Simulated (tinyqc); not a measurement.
Undoped symmetric double-gate MOSFET, analytic potential model: one step of the calculation.

An undoped body of thickness ts between two equal insulators and tied gates; long channel, electrons only, n = ni exp((psi - V)/Vt) with V the quasi-Fermi potential (0 at the source, Vd at the drain), constant mobility, no quantisation. Across the body psi(x) = V - 2 Vt ln[(ts/(2 beta)) sqrt(q ni/(2 eps0 eps_r Vt)) cos(2 beta x/ts)], x from the centre. Q is the electron charge per area of the whole body.

Problem. Potential and electron density across the body at the source. psi(x) as above with V = 0 and beta = beta_s; n = ni exp(psi/Vt).

Inputs (values chosen for the exercise); material values close to those of silicon: temperature T = 300 K; relative permittivity of the semiconductor eps_r = 11.6; body thickness ts = 8 nm.

Constants: q = 1.602176634e-19 C, kB = 1.380649e-23 J/K, Vt = kB T/q, eps0 = 8.8541878128e-14 F/cm where lengths are in cm. Results are converted to the units shown.

x/ts, point 0 to 6: 0  0.1  0.2  0.3  0.4  0.45  0.5
beta_s = 0.66309762
ni = 1.2878200e10 cm^-3

Wanted: psi; n.

Solution.

```
point	psi (V)	n (cm^-3)
0	0.4673	9.109e17
1	0.4677	9.271e17
2	0.4691	9.781e17
3	0.4715	1.072e18
4	0.4749	1.224e18
5	0.4771	1.331e18
6	0.4796	1.467e18
```

The density at the surface is 1.61 times that at the centre (1/cos^2 beta).

Computed by the program tinyqc: `OMP_NUM_THREADS=1 python tinyqc.py 2440152 2440153 out.jsonl`, one thread of a shared Intel Xeon 2.30GHz, about 0.02 s for the whole run.
